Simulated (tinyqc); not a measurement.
# Conduction-band offset of an n-N heterojunction from carrier-profile moments: two studies

Layer 1 (x < 0) accumulates electrons and layer 2 (x > 0) is depleted. Boltzmann statistics. The bands bend down by V1 in layer 1 and up by V2 in layer 2, with V1 + V2 = VD = dE + Vt ln[(N2/Nc2)/(N1/Nc1)].

Values chosen for this exercise; values of the order of III-V alloys:
```
symbol,value,unit,meaning
T,300,K,temperature
eps_r,13.4,,relative permittivity of both layers
Nc1,3.4e17,cm^-3,density of states of the narrow-gap layer 1
Nc2,5.4e17,cm^-3,density of states of the wide-gap layer 2
dE,0.12,eV,conduction-band offset
N1,1.7e15,cm^-3,donor density in layer 1
N2,8.1e15,cm^-3,donor density in layer 2
si,1.8e10,cm^-2,fixed charge at the interface
```

Constants: q = 1.602176634e-19 C, kB = 1.380649e-23 J/K, Vt = kB T/q, eps0 = 8.8541878128e-14 F/cm where lengths are in cm. Results are converted to the units shown.

Each table varies one quantity; the others keep the values above.

## An error in the interface position

A C-V profile smears n(x) but keeps its zeroth and first moments: si = -int (N - n) dx, VD = (q/(eps0 eps_r)) int (N - n) x dx, dE = VD - Vt ln[(N2/Nc2)/(N1/Nc1)]. With the step of N placed at xi and the moment taken about xi, VD changes by (q/(eps0 eps_r)) [si xi + (N2 - N1) xi^2/2] and si by (N2 - N1) xi.

An error in the interface position:

| xi (nm) | error of si (cm^-2) | error of dE (meV) |
|---|---|---|
| -30 | -1.9200e10 | -3.4030 |
| -22.5 | -1.4400e10 | -3.2814 |
| -15 | -9.6000e9 | -2.6738 |
| -7.5 | -4.8000e9 | -1.5799 |
| 0 | 0 | 0 |
| 7.5 | 4.8000e9 | 2.0661 |
| 15 | 9.6000e9 | 4.6183 |
| 22.5 | 1.4400e10 | 7.6567 |
| 30 | 1.9200e10 | 11.181 |

What does the table show?

Among the rows the error of dE lies between -3.40 and 11.2 meV, with a linear part from si; the error of si is linear, 6.40e8 cm^-2 a nanometre.

## Effect of the doping of the wide-gap layer

Sheet densities from the first integral: Q1 = sqrt((2 eps0 eps_r Vt N1/q)(exp(u1) - u1 - 1)) extra electrons, Q2 = sqrt((2 eps0 eps_r Vt N2/q)(exp(-u2) + u2 - 1)) missing ones, u = V/Vt; neutrality Q1 = Q2 + si.

Results:

| N2 (cm^-3) | VD (V) | V1 (V) | Q1 (cm^-2) | n(0-)/Nc1 |
|---|---|---|---|---|
| 1.4e15 | 0.10302 | 0.045592 | 4.4700e10 | 0.029166 |
| 2.5e15 | 0.11801 | 0.053836 | 5.6716e10 | 0.040122 |
| 4.3e15 | 0.13203 | 0.062725 | 7.1667e10 | 0.056586 |
| 7.4e15 | 0.14606 | 0.072667 | 9.1326e10 | 0.083122 |
| 1.3e16 | 0.16063 | 0.083946 | 1.1822e11 | 0.12859 |
| 2.3e16 | 0.17538 | 0.096194 | 1.5431e11 | 0.20651 |
| 6.8e16 | 0.20341 | 0.12115 | 2.5860e11 | 0.54215 |

Estimate the missing row, N2 = 3.9e16 cm^-3.

Computed row:

| N2 (cm^-3) | VD (V) | V1 (V) | Q1 (cm^-2) | n(0-)/Nc1 |
|---|---|---|---|---|
| 3.9e16 | 0.18903 | 0.10812 | 1.9816e11 | 0.32755 |

With this row back in the table: Q1 rises from 4.47e10 to 2.59e11 cm^-2, as N2^(0.45) over the table, while VD grows by Vt ln 10 a decade and the share V1/VD rises from 0.443 to 0.596. For N2 = 6.8e16 n(0-) nears or passes Nc1, where degeneracy and quantisation lower Q1.

Computed by the program tinyqc: `OMP_NUM_THREADS=1 python tinyqc.py 2410006 2410007 out.jsonl`, one thread of a shared Intel Xeon 2.30GHz, about 0.08 s for the whole run.
